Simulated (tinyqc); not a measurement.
Bias-temperature instability from a Gaussian distribution of capture and emission barriers. Changing the oxide field F. Computed by tinyqc, a small Python program. Command: `OMP_NUM_THREADS=1 python tinyqc.py 3022576 3022577 out.jsonl bti sweep`. One thread of a shared host (Intel(R) Xeon(R) Processor @ 2.30GHz), about 0.03 s of CPU time with the checks.

Each trap has a capture time tau_0 exp(E_c/(k_B T)) under stress and an emission time tau_0 exp(E_e/(k_B T)) after it. E_c is Gaussian, and E_e = E_c + d with d Gaussian and independent. A trap counts as filled once t_s exceeds its capture time and as emptied once t_r exceeds its emission time.

Inputs (values chosen for the exercise, for a model p-channel transistor): shift with all traps filled V_max = 69 mV; mean capture barrier at zero field mu_c = 1.76 eV; spread of capture barriers sigma_c = 0.26 eV; lowering of mu_c per field k_F = 0.066 eV/(MV/cm); time constant tau_0 = 5e-09 s; temperature T = 25 C; stress time t_s = 20000 s; failure criterion = 20 mV.

Constants: k_B = 8.617333262e-05 eV/K.

Method:
- Demarcation energies E_s = k_B T ln(t_s/tau_0), E_r = k_B T ln(t_r/tau_0); mean barrier mu = mu_c - k_F F; z = (E_s - mu)/sigma_c; Phi is the standard normal distribution.
- Temperatures in kelvin are T(C) + 273.15.
- Shift without recovery dV0 = V_max Phi(z); local time exponent n = d ln dV0/d ln t_s = (k_B T/sigma_c) exp(-z^2/2)/(sqrt(2 pi) Phi(z)); apparent activation energy n E_s.
- Solve V_max Phi(z) = criterion for t_s; the power-law extrapolation from the stress point is t_s (criterion/dV0)^(1/n); 1 year = 3.15576e7 s.

One run for each value:
```
oxide field F (MV/cm)  shift without recovery dV0 (mV)  time exponent n  log10 of the lifetime in s       z
3                                                0.058           0.3373                       15.67  -3.140
4                                                0.134           0.3140                       14.55  -2.886
5                                                0.292           0.2909                       13.44  -2.633
6                                                0.599           0.2681                       12.32  -2.379
7                                                1.159           0.2455                       11.21  -2.125
8                                                2.116           0.2233                       10.09  -1.871
9                                                3.651           0.2015                        8.97  -1.617
10                                               5.961           0.1802                        7.86  -1.363
```

Describe and explain the trends.

Over the rows, shift without recovery dV0 (mV) rises from 0.0582 to 5.96 (exponent d ln y / d ln x 2.9 between the first rows and 4.7 between the last); time exponent n falls from 0.337 to 0.180 (exponent d ln y / d ln x -0.25 between the first rows and -1.1 between the last); log10 of the lifetime in s falls from 15.7 to 7.86. The lifetime is exactly exponential in the field, 1.12 decades per MV/cm; the shift at fixed time follows the Gaussian tail and grows ever more slowly on a logarithmic scale.

Caution (rows 3.00, 4.00, 5.00, 6.00): a lifetime this far beyond any test is a formal extrapolation of the Gaussian.
